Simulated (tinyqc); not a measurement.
Schottky barrier on an n-type semiconductor, non-linear Poisson equation by Newton steps: one step of the calculation.

One dimension, metal at x = 0, donor density C(x) = Nd, uniform. Energies are counted from the electron Fermi level of the semiconductor and the conduction-band edge is Ec = -psi, so n = Nc exp(psi/Vt); holes follow the Fermi level of the metal, at -V, so p = Nv exp((V - psi - Eg)/Vt). Ends: psi(0) = V - phiB and psi = Vt ln(Nd/Nc) deep inside. Boltzmann statistics, full ionisation, no current, no image force in the Poisson equation.

Problem. Newton step. Solve the tridiagonal system a_(i-1) d_(i-1) + b_i d_i + a_i d_(i+1) = -F_i for nodes 1 to 12, with d = 0 on fixed nodes. If the largest |d| exceeds 4 Vt, the whole step is scaled down so that it equals 4 Vt.

Values chosen for this exercise:
```
symbol  value  unit      meaning
T         450     K  temperature
```

Constants: q = 1.602176634e-19 C, kB = 1.380649e-23 J/K, Vt = kB T/q. Results are converted to the units shown.

coupling a_i, interval 0 to 12 (F/cm^2): 1.3576421e-6  1.1703811e-6  1.0182316e-6  8.7028342e-7  7.5424563e-7  6.5271256e-7  5.6255889e-7  4.8719215e-7  4.2426317e-7  3.6365414e-7  3.0855503e-7  2.6795568e-7  2.3679805e-7

```
node  diagonal b (F/cm^2)  residual F (C/cm^2)
1           -2.5325459e-6         2.3545082e-8
2           -2.1891619e-6         2.6925942e-8
3           -1.8885648e-6         3.1182520e-8
4           -1.6245321e-6         3.6199298e-8
5           -1.4069583e-6         4.1799816e-8
6           -1.2152715e-6         4.8407184e-8
7           -1.0497510e-6         5.6020174e-8
8           -9.1145532e-7         6.4495021e-8
9           -7.8791731e-7         7.4693565e-8
10          -6.7220918e-7         8.7621298e-8
11          -5.7651556e-7         1.0198528e-7
12          -5.0871280e-7         1.1623592e-7
```

psi after iteration 1, node 0 to 13 (V): -2.3800000  -2.3037714  -2.2164466  -2.1176034  -2.0040806  -1.8759525  -1.7317119  -1.5694867  -1.3890225  -1.1908556  -0.9719087  -0.7307974  -0.4758494  -0.2164861

Wanted: Newton step d, before damping; psi after iteration 2.

Solution.

Newton step d, before damping, node 1 to 12 (V): 0.278  0.582  0.905  1.247  1.594  1.931  2.236  2.472  2.592  2.527  2.166  1.369
psi after iteration 2, node 0 to 13 (V): -2.380  -2.287  -2.182  -2.063  -1.929  -1.781  -1.616  -1.436  -1.241  -1.036  -0.821  -0.601  -0.394  -0.216

Numbers from tinyqc (`OMP_NUM_THREADS=1 python tinyqc.py 2020123 2020124 out.jsonl`; about 0.05 s on one thread of a shared Intel Xeon 2.30GHz).
